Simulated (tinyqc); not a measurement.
Inside a calculation (part 2 of 2). Method: G0W0 on RHF in the sto-6g basis, for BeH2, spin multiplicity 1. Computed by tinyqc, a small Python program that keeps every step (integrals from PySCF). Command: `OMP_NUM_THREADS=1 python tinyqc.py 28297 28298 out.jsonl` (the two numbers bound the seeds that draw the settings). One thread of a shared host (Intel(R) Xeon(R) Processor @ 2.60GHz), about 0.1 s of CPU time with the checks.

Geometry (angstrom):
```
atom         x          y         z
Be    0.000000   0.000000  0.000000
H     0.000000   1.273000  0.065000
H     0.000000  -1.273000  0.065000
```

## Screening: direct RPA

orbital energies (hartree): MO1 -4.587707, MO2 -0.469328, MO3 -0.435785, MO4 0.205817, MO5 0.206908, MO6 0.491668, MO7 1.014668

Two-electron integrals over orbitals (pq|rs), unique and non-zero (hartree):
```
(11|11) 2.280336    (21|11) -0.202800   (21|21) 0.028176    (22|11) 0.498193
(22|21) -0.006915   (22|22) 0.405496    (31|31) 0.006405    (32|31) 0.014960
(32|32) 0.166445    (33|11) 0.468633    (33|21) -0.002565   (33|22) 0.419027
(33|33) 0.441845    (41|11) 0.018393    (41|21) -0.002301   (41|22) 0.001811
(41|33) 0.001014    (41|41) 0.016171    (42|11) -0.006588   (42|21) 0.000851
(42|22) 0.005360    (42|33) 0.004764    (42|41) 0.015050    (42|42) 0.049508
(43|31) -0.000046   (43|32) 0.004713    (43|43) 0.015426    (44|11) 0.569677
(44|21) -0.007843   (44|22) 0.372393    (44|33) 0.361651    (44|41) -0.002424
(44|42) -0.010581   (44|44) 0.451044    (51|51) 0.016052    (52|51) 0.015197
(52|52) 0.049574    (53|53) 0.015209    (54|51) -0.001503   (54|52) -0.003905
(54|54) 0.024546    (55|11) 0.570046    (55|21) -0.007777   (55|22) 0.372927
(55|33) 0.361857    (55|41) 0.000556    (55|42) -0.002853   (55|44) 0.401494
(55|55) 0.450117    (61|11) -0.185431   (61|21) 0.026659    (61|22) -0.007154
(61|33) -0.004138   (61|41) -0.000995   (61|42) 0.001707    (61|44) -0.004573
(61|55) -0.004284   (61|61) 0.025647    (62|11) 0.109601    (62|21) -0.007254
(62|22) -0.027534   (62|33) -0.049537   (62|41) 0.001625    (62|42) -0.000931
(62|44) 0.047815    (62|55) 0.048696    (62|61) -0.004160   (62|62) 0.077136
(63|31) -0.003148   (63|32) -0.095384   (63|43) -0.003818   (63|63) 0.082206
(64|11) 0.006195    (64|21) 0.000303    (64|22) 0.002217    (64|33) -0.000599
(64|41) 0.016014    (64|42) 0.046348    (64|44) -0.003580   (64|55) 0.002000
(64|61) 0.001609    (64|62) 0.008321    (64|64) 0.050365    (65|51) 0.016307
(65|52) 0.047440    (65|54) -0.002861   (65|65) 0.051425    (66|11) 0.490214
(66|21) -0.007044   (66|22) 0.403894    (66|33) 0.414061    (66|41) 0.003806
(66|42) 0.011482    (66|44) 0.371397    (66|55) 0.372858    (66|61) -0.006411
(66|62) -0.034662   (66|64) 0.007797    (66|66) 0.419013    (71|31) 0.011894
(71|32) 0.020928    (71|43) -0.000359   (71|63) -0.002500   (71|71) 0.022673
(72|31) 0.003080    (72|32) -0.047164   (72|43) -0.005019   (72|63) 0.061531
(72|71) 0.006785    (72|72) 0.057597    (73|11) 0.135841    (73|21) -0.005207
(73|22) -0.009423   (73|33) -0.023581   (73|41) -0.000419   (73|42) -0.007396
(73|44) 0.055820    (73|55) 0.055661    (73|61) -0.003171   (73|62) 0.072000
(73|64) 0.002252    (73|66) -0.027901   (73|73) 0.081721    (74|31) -0.001416
(74|32) -0.012619   (74|43) 0.013540    (74|63) 0.007145    (74|71) -0.002284
(74|72) 0.001719    (74|74) 0.017385    (75|53) 0.013829    (75|75) 0.016267
(76|31) 0.011693    (76|32) 0.143629    (76|43) 0.005411    (76|63) -0.095465
(76|71) 0.016434    (76|72) -0.058599   (76|74) -0.010871   (76|76) 0.141039
(77|11) 0.585061    (77|21) -0.008957   (77|22) 0.436395    (77|33) 0.455564
(77|41) 0.000329    (77|42) 0.000813    (77|44) 0.394706    (77|55) 0.394260
(77|61) -0.008963   (77|62) -0.041740   (77|64) -0.003656   (77|66) 0.443641
(77|73) -0.016877   (77|77) 0.499008
```

With D = e_a - e_i and K = (ia|jb): diagonalise D^(1/2) (D + 4K) D^(1/2) = Z w^2 Z^T; X + Y = D^(1/2) Z w^(-1/2), each column of Z with its largest component positive (the first on a tie); E_c = (sum w - tr (D + 2K)) / 2.

D^(1/2) (D + 4K) D^(1/2) (hartree^2):
```
           1>4        1>5        1>6        1>7        2>4       2>5        2>6        2>7
1>4  23.287926   0.000000  -0.019638   0.000000   0.108295  0.000000   0.013951   0.000000
1>5   0.000000  23.296186   0.000000   0.000000   0.000000  0.109460   0.000000   0.000000
1>6  -0.019638   0.000000  26.321140   0.000000   0.012648  0.000000  -0.036766   0.000000
1>7   0.000000   0.000000   0.000000  31.894680   0.000000  0.000000   0.000000   0.078251
2>4   0.108295   0.000000   0.012648   0.000000   0.589521  0.000000  -0.002998   0.000000
2>5   0.000000   0.109460   0.000000   0.000000   0.000000  0.591390   0.000000   0.000000
2>6   0.013951   0.000000  -0.036766   0.000000  -0.002998  0.000000   1.220025   0.000000
2>7   0.000000   0.000000   0.000000   0.078251   0.000000  0.000000   0.000000   2.544136
3>4   0.000000   0.000000   0.000000  -0.002721   0.000000  0.000000   0.000000  -0.019591
3>5   0.000000   0.000000   0.000000   0.000000   0.000000  0.000000   0.000000   0.000000
3>6   0.000000   0.000000   0.000000  -0.022794   0.000000  0.000000   0.000000   0.288744
3>7  -0.004420   0.000000  -0.034430   0.000000  -0.029277  0.000000   0.340022   0.000000

           3>4       3>5        3>6        3>7
1>4   0.000000  0.000000   0.000000  -0.004420
1>5   0.000000  0.000000   0.000000   0.000000
1>6   0.000000  0.000000   0.000000  -0.034430
1>7  -0.002721  0.000000  -0.022794   0.000000
2>4   0.000000  0.000000   0.000000  -0.029277
2>5   0.000000  0.000000   0.000000   0.000000
2>6   0.000000  0.000000   0.000000   0.340022
2>7  -0.019591  0.000000   0.288744   0.000000
3>4   0.451242  0.000000  -0.011779   0.000000
3>5   0.000000  0.452154   0.000000   0.000000
3>6  -0.011779  0.000000   1.165140   0.000000
3>7   0.000000  0.000000   0.000000   2.577941
```

excitation energies w (hartree): 0.671518  0.672424  0.767178  0.768676  1.052219  1.067533  1.613131  1.630540  4.825798  4.826667  5.130436  5.647557

X + Y:
```
            1         2          3          4          5          6          7          8
1>4  0.000000  0.000000  -0.011912   0.000000   0.000000  -0.001465   0.000000   0.000220
1>5  0.000000  0.000000   0.000000  -0.012040   0.000000   0.000000   0.000000   0.000000
1>6  0.000000  0.000000  -0.001234   0.000000   0.000000   0.002405   0.000000   0.003143
1>7  0.000224  0.000000   0.000000   0.000000   0.002829   0.000000  -0.004596   0.000000
2>4  0.000000  0.000000   0.937977   0.000000   0.000000   0.005424   0.000000  -0.009063
2>5  0.000000  0.000000   0.000000   0.937935   0.000000   0.000000   0.000000   0.000000
2>6  0.000000  0.000000  -0.003807   0.000000   0.000000   0.923352   0.000000   0.176554
2>7  0.011147  0.000000   0.000000   0.000000  -0.234198   0.000000   0.940272   0.000000
3>4  0.977355  0.000000   0.000000   0.000000  -0.009151   0.000000  -0.006310   0.000000
3>5  0.000000  0.977643   0.000000   0.000000   0.000000   0.000000   0.000000   0.000000
3>6  0.015821  0.000000   0.000000   0.000000   0.920340   0.000000   0.149448   0.000000
3>7  0.000000  0.000000   0.021006   0.000000   0.000000  -0.267981   0.000000   0.917784

             9        10         11         12
1>4   0.996618  0.000000  -0.006246   0.000000
1>5   0.000000  0.996663   0.000000   0.000000
1>6   0.006628  0.000000   0.994988   0.000000
1>7   0.000000  0.000000   0.000000   0.995988
2>4   0.001786  0.000000   0.000169   0.000000
2>5   0.000000  0.001804   0.000000   0.000000
2>6   0.000275  0.000000  -0.000644   0.000000
2>7   0.000000  0.000000   0.000000   0.001363
3>4   0.000000  0.000000   0.000000  -0.000030
3>5   0.000000  0.000000   0.000000   0.000000
3>6   0.000000  0.000000   0.000000  -0.000290
3>7  -0.000121  0.000000  -0.000782   0.000000
```

RPA correlation energy = -0.03631211 hartree

## G0W0 on Hartree-Fock: HOMO

W(p,q,m) = sqrt2 sum_ia (pq|ia) (X+Y)_ia,m; Sigma_c(x) = sum_(i,m) W^2/(x - e_i + w_m) + sum_(a,m) W^2/(x - e_a - w_m); solve x = e_p + Sigma_c(x) by Newton steps; Z = 1/(1 - dSigma/dx); 1 hartree = 27.211386 eV.

The 12 largest terms at x = e_p (hartree; W for the signs of X + Y given):
```
q   m          W       term
2   5  -0.108505   0.010843
7   8   0.124127  -0.005001
2   7  -0.083053   0.004189
6   7   0.099245  -0.003877
6   5   0.086656  -0.003793
3   6  -0.055729   0.002909
7   6   0.062982  -0.001575
3   8  -0.043054   0.001137
4   1   0.021157  -0.000341
5   2   0.021028  -0.000336
2  12   0.029426   0.000152
3   3   0.005876   0.000045
```

Newton steps (hartree):
```
step          x  Sigma_c(x)         Z
0     -0.435785    0.004345  0.978179
1     -0.431535    0.004250  0.978268
2     -0.431535    0.004250  0.978268
```

quasiparticle energy of the HOMO = -11.742672 eV

Hartree-Fock value = -11.858320 eV

## G0W0 on Hartree-Fock: LUMO

As before.

The 12 largest terms at x = e_p (hartree; W for the signs of X + Y given):
```
q  m          W       term
4  8   0.084505  -0.004380
6  3   0.061231  -0.003560
2  3   0.065202   0.002948
4  6   0.041191  -0.001589
3  1   0.021157   0.000341
7  1   0.018900  -0.000241
4  3  -0.012586  -0.000206
6  9   0.022706  -0.000101
2  9   0.021353   0.000083
6  6   0.010340  -0.000079
1  3   0.019671   0.000070
1  9   0.022821   0.000054
```

Newton steps (hartree):
```
step         x  Sigma_c(x)         Z
0     0.205817   -0.006681  0.989593
1     0.199205   -0.006612  0.989659
2     0.199205   -0.006612  0.989659
```

quasiparticle energy of the LUMO = 5.420642 eV

Hartree-Fock value = 5.600554 eV
